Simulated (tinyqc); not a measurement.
# Worked calculation: AlGaN/GaN HEMT with access regions, lumped model

Numbers from tinyqc (`OMP_NUM_THREADS=1 python tinyqc.py 2570105 2570106 out.jsonl`; about 0.02 s on one thread of a shared Intel Xeon 2.30GHz). Printed values are rounded.

A polarisation-induced electron sheet under a Schottky gate, in series with two ungated access regions and contacts. Drift law v = mu E/(1 + mu E/vs) under the gate. Currents in mA/mm, resistances in ohm mm. No self-heating, no channel-length modulation; fits for polarisation, barrier and offset are chosen for the exercise.

Inputs (values chosen for the exercise); values close to those of AlGaN/GaN structures: aluminium share of the barrier x = 0.19; barrier thickness d = 25 nm; relative permittivity of barrier and channel eps_r = 9.6; channel mobility mu = 1500 cm^2/(V s); saturation velocity vs = 1.2e7 cm/s; gate length Lg = 1.5 um; source access length Ls = 2 um; drain access length Ld = 12 um; resistance of each contact Rc = 0.37 ohm mm; share of the drain-access electrons removed by traps ft = 0; gate voltage Vg = 0 V; drain voltage Vd = 10 V; critical field Ec = 3.4 MV/cm; depth over which the depleted charge spreads te = 0.22 um; insulator under the field plate tf = 300 nm; relative permittivity of that insulator ei = 3.9.

Constants: q = 1.602176634e-19 C, eps0 = 8.8541878128e-14 F/cm where lengths are in cm. Results are converted to the units shown.

## Polarisation charge, threshold and sheet resistance

sigma = (5e13 x + 1.6e13 x^2) cm^-2, phiB = 0.84 + 1.3 x, dEc = 0.7 (1.71 x + x^2) in volts, Cb = eps0 eps_r/d, VT = phiB - dEc - q sigma/Cb, access density n0 = -Cb VT/q. Rsh = 1/(q mu n0); largest access current q n0 vs.

sigma = 1.00776e13 cm^-2
Cb = 0.340001 uF/cm^2
VT = -3.91454 V
n0 = 8.30712e12 cm^-2
Rsh = 500.897 ohm
q n0 vs = 1597.14 mA/mm

## Iteration 1: drain current

I at the start = 440 mA/mm

Access resistance R(L, n) = L/(q mu n sqrt(1 - (I/(q n vs))^2)); Rs = Rc + R(Ls, n0), Rd = Rc + R(Ld, (1 - ft) n0). Vg' = Vg - I Rs, Vd' = Vd - I (Rs + Rd); with u = Vg' - VT, Vc = vs Lg/mu and w the smaller of Vd' and Vc [sqrt(1 + 2 u/Vc) - 1] (0 if negative), the channel gives (mu Cb/Lg)(u w - w^2/2)/(1 + w/Vc). I(new) is that channel current.

Rs = 1.41212 ohm mm
Rd = 6.62272 ohm mm
Vg' = -0.621333 V
Vd' = 6.46467 V
channel current = 586.078 mA/mm
I after iteration 1 = 586.078 mA/mm

## Iteration 2: drain current

As before.

Rs = 1.44692 ohm mm
Rd = 6.83152 ohm mm
Vg' = -0.848008 V
Vd' = 5.14819 V
channel current = 530.445 mA/mm
I after iteration 2 = 530.445 mA/mm

## Course of the iteration: drain current

Stop when I changes by less than 1e-6 mA/mm, or after 60 iterations. I must stay below q (1 - ft) n0 vs.

Course of the iteration:
```
iteration,I (mA/mm),|change| (mA/mm)
1,586.078,146
2,530.445,55.6
3,552.001,21.6
4,543.710,8.29
5,546.908,3.20
6,545.675,1.23
7,546.150,0.475
8,545.967,0.183
9,546.038,0.0705
...,...,...
13,546.019,1.56e-3
14,546.018,6.00e-4
15,546.018,2.31e-4
16,546.018,8.91e-5
17,546.018,3.43e-5
18,546.018,1.32e-5
19,546.018,5.10e-6
20,546.018,1.97e-6
21,546.018,7.58e-7
```

Converged in 21 iterations. At the end each change is about 0.39 times the one before, with alternating sign: linear convergence. Of Vd, 55.2 % reaches the channel; the access current is 34 % of its limit.

## On-resistance and breakdown

sigma = (5e13 x + 1.6e13 x^2) cm^-2, phiB = 0.84 + 1.3 x, dEc = 0.7 (1.71 x + x^2) in volts, Cb = eps0 eps_r/d, VT = phiB - dEc - q sigma/Cb, access density n0 = -Cb VT/q. Ron = 2 Rc + Ls/(q mu n0) + Ld/(q mu (1 - ft) n0) + Lg/(mu Cb (Vg - VT)). Off state: a depleted stretch that holds the voltage V has the peak field sqrt(k V), k = 2 q n0/(eps0 eps_r te), so one edge holds V1 = Ec^2/k. The sheet under the plate pinches off at Vf = q n0 (1/Cb + tf/(eps0 ei)); beyond it the gate edge is screened. BV = V1 if Vf >= V1, else Vf + V1, and at most Ec Ld. Specific resistance Ron (Ls + Lg + Ld); figure of merit BV^2 over it.

Ron = 8.50390 ohm mm
Vf = 119.544 V
V1 = 81.2100 V
BV = 81.2100 V
specific resistance = 1.31810 mohm cm^2
figure of merit = 5.00345 MW/cm^2

The plate pinches off too late to screen the gate edge, so it adds nothing.
